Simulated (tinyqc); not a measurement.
## Trap density from two Hall measurements

Inverse problem. p-type body, charge-sheet picture, full ionisation (an idealisation for deep acceptors), Boltzmann statistics for free electrons. e = Ec - EF at the surface. psi = Eg - Vt ln(Nv/Na) - e; N_dep = sqrt(2 eps0 eps_r Na (psi - Vt)/q); n_f = sqrt(N_dep^2 + 2 eps0 eps_r Vt Nc exp(-e/Vt)/q) - N_dep; Vg = Vfb + psi + q (N_dep + n_t + n_f)/Cox, Cox = eps0 eox/tox. Find e and n_t at both points and the mean trap density between them.

Inputs (values chosen for the exercise); band and dielectric values close to those of silicon: temperature T = 300 K; band gap Eg = 1.1 eV; relative permittivity eps_r = 11.7; conduction-band density of states at T Nc = 2.79e19 cm^-3; valence-band density of states at T Nv = 2.66e19 cm^-3; relative permittivity of the insulator eox = 3.9; insulator thickness tox = 43 nm; acceptor density Na = 8e15 cm^-3; flat-band voltage without trapped charge Vfb = -0.73 V.

Constants: q = 1.602176634e-19 C, kB = 1.380649e-23 J/K, Vt = kB T/q, eps0 = 8.8541878128e-14 F/cm where lengths are in cm. Results are converted to the units shown.

Vg (V): [8.0680973, 13.232155]
free sheet density from the Hall effect (cm^-2): [7.4727447e10, 4.8512403e11]

Answer. Each n_f fixes e; what the gate voltage holds beyond psi, N_dep and n_f is trapped; the difference quotient is the density, smeared over a few Vt.

e (eV): [0.137, 0.0750]
n_t (cm^-2): [3.68e12, 5.82e12]
mean trap density = 3.44e13 cm^-2 eV^-1

Computed by the program tinyqc: `OMP_NUM_THREADS=1 python tinyqc.py 2222171 2222172 out.jsonl`, one thread of a shared Intel Xeon 2.30GHz, about 0.02 s for the whole run.
